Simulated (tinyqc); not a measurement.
Inside a calculation. Method: CIS and TDHF on RHF in the 6-311g basis, for He, spin multiplicity 1. One step of it, computed by the program tinyqc.

Question. CIS matrix, singlets. A(ia,jb) = (e_a - e_i) d_ij d_ab + 2 (ia|jb) - (ij|ab).

orbital energies (hartree): [-0.916871, 0.829434, 6.313546]

Two-electron integrals over orbitals (pq|rs), unique and non-zero (hartree):
```
(11|11) 1.026153    (21|11) -0.277318   (21|21) 0.146549    (22|11) 0.659589
(22|21) -0.113630   (22|22) 0.506646    (31|11) -0.173910   (31|21) 0.125599
(31|22) -0.078781   (31|31) 0.216548    (32|11) 0.229495    (32|21) -0.120916
(32|22) 0.102674    (32|31) -0.148688   (32|32) 0.127591    (33|11) 1.176980
(33|21) -0.380997   (33|22) 0.727303    (33|31) -0.386668   (33|32) 0.380658
(33|33) 1.599956
```

Give: CIS matrix A, singlet.

Answer.

CIS matrix A, singlet (hartree), order 1>2, 1>3:
```
[[1.380, 0.022],
 [0.022, 6.487]]
```
